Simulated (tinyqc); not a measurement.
Koster-Slater impurity in a tight-binding band, by Green functions and by supercells: one step, computed by the program tinyqc.

One orbital per site, e(k) = -2 t sum cos(k_i) over 1 direction(s), band from -2 t to 2 t, lattice constant 1. One site has the extra energy U. Spin is left out.

Problem. The supercell Hamiltonian at Gamma. H_ij = -t for each bond from i to j, images included (two bonds add when N = 2); H_11 = U; sites are numbered with the last coordinate running fastest. Diagonalise.

Inputs (values chosen for the exercise, for a model band): hopping t = 0.87 eV; impurity potential U = -0.992 eV; supercell edge N = 8 sites.

Lattice: chain.

Give: H; levels.

Solution.

H (eV), lower triangle (symmetric):
```
,1,2,3,4,5,6,7,8
1,-0.992
2,-0.870,0.000
3,0.000,-0.870,0.000
4,0.000,0.000,-0.870,0.000
5,0.000,0.000,0.000,-0.870,0.000
6,0.000,0.000,0.000,0.000,-0.870,0.000
7,0.000,0.000,0.000,0.000,0.000,-0.870,0.000
8,-0.870,0.000,0.000,0.000,0.000,0.000,-0.870,0.000
```

levels (eV): [-2.0148, -1.4506, -1.2304, -0.2264, 0.0000, 1.0274, 1.2304, 1.6723]
